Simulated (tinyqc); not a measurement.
# Worked calculation: capacitance of parallel on-chip lines from Laplace's equation on a mesh

tinyqc, about 0.7 s, one thread, Intel Xeon 2.30GHz (shared host): `OMP_NUM_THREADS=1 python tinyqc.py 2790128 2790129 out.jsonl` Printed values are rounded.

Cross-section of an endless row of equal lines between two grounded planes; neighbours are driven in antiphase (+1 V and -1 V), so the plane midway between two lines is at 0 V. By symmetry one quarter is solved: x runs from the centre of a line (column 0, mirror) to that midplane (column 4, 0 V), y from the mid-height of the line (row 0, mirror) to the ground plane (row 3, 0 V). The line fills columns 0 to 1 and rows 0 to 1 at 1 V. Cells beside the line (below row 1) have e2, cells above have e1. Each link between nodes has the conductance g = mean permittivity of the two cells beside it (a cell beyond a mirror counts as 0), and the free nodes obey sum g (V_neighbour - V) = 0.

Values chosen for this exercise:
- e1 = 4.2 (relative permittivity above and below the lines)
- e2 = 2 (relative permittivity between the lines)
- om = 1.4 (over-relaxation factor)

Constants: eps0 = 8.8541878128e-12 F/m. Results are converted to the units shown.

## Link conductances

gx[j, i] joins node (row j, column i) to column i + 1, gy[j, i] to row j + 1.

gx:
```
	col 0	col 1	col 2	col 3
row 0	1	1	1	1
row 1	3.1	3.1	3.1	3.1
row 2	4.2	4.2	4.2	4.2
row 3	2.1	2.1	2.1	2.1
```

gy:
```
	col 0	col 1	col 2	col 3	col 4
row 0	1	2	2	2	1
row 1	2.1	4.2	4.2	4.2	2.1
row 2	2.1	4.2	4.2	4.2	2.1
```

## Iteration 1: relaxation sweep

V at the start (V):
```
	col 0	col 1	col 2	col 3	col 4
row 0	1	1	0	0	0
row 1	1	1	0	0	0
row 2	0	0	0	0	0
row 3	0	0	0	0	0
```

One sweep visits the free nodes row by row from row 0, left to right, and replaces V by V + om (weighted mean of the neighbours - V), using new values at once.

V after sweep 1 (V):
```
	col 0	col 1	col 2	col 3	col 4
row 0	1.000000	1.000000	0.350000	0.122500	0.000000
row 1	1.000000	1.000000	0.429032	0.177823	0.000000
row 2	0.350000	0.472500	0.315536	0.172676	0.000000
row 3	0.000000	0.000000	0.000000	0.000000	0.000000
```

## Iteration 2: relaxation sweep

As before.

V after sweep 2 (V):
```
	col 0	col 1	col 2	col 3	col 4
row 0	1.000000	1.000000	0.553198	0.269095	0.000000
row 1	1.000000	1.000000	0.515166	0.251824	0.000000
row 2	0.540750	0.460700	0.275775	0.115589	0.000000
row 3	0.000000	0.000000	0.000000	0.000000	0.000000
```

## Course of the relaxation

Stop when no node changes by 1e-7 V. C = 4 eps0 sum g (difference of V along the link)^2, in aF/um.

Course of the iteration:
```
sweep	C (aF/um)	largest change (V)
1	213.8484	0.472
2	201.7009	0.203
3	199.3484	0.0846
4	198.9164	0.0544
5	198.8377	0.0309
6	198.8047	0.0190
7	198.8031	1.92e-3
8	198.8029	6.74e-4
9	198.8028	4.18e-4
10	198.8028	1.38e-4
11	198.8028	1.29e-4
12	198.8028	3.21e-5
13	198.8028	8.39e-6
14	198.8028	2.77e-6
15	198.8028	3.58e-6
16	198.8028	9.04e-7
17	198.8028	4.16e-7
18	198.8028	7.34e-8
```

Converged in 18 sweeps. Over the last four sweeps the change shrinks by about 0.40 a sweep. C comes down from above, since the solution minimises the energy.

## Capacitance per length

converged V (V):
```
	col 0	col 1	col 2	col 3	col 4
row 0	1.000000	1.000000	0.544102	0.232680	0.000000
row 1	1.000000	1.000000	0.471864	0.193309	0.000000
row 2	0.464750	0.429500	0.253251	0.111640	0.000000
row 3	0.000000	0.000000	0.000000	0.000000	0.000000
```

C = 4 eps0 sum g (difference of V)^2 over all links (twice the energy of the four quarters, line at 1 V). Plate estimate without fringing: eps0 [2 e1 w/hd + 2 e2 t/(s/2)], w = 2 hx, t = 2 hx, s/2 = 3 hx, hd = 2 hx.

C = 198.8028 aF/um
plate estimate = 97.98635 aF/um

C depends on the shape only, not on the mesh step hx. Meshes 6, 12 and 24 times finer extrapolate (Aitken) to 176.7 aF/um; this mesh is 12 % above that, and the plate estimate is 45 % below it.
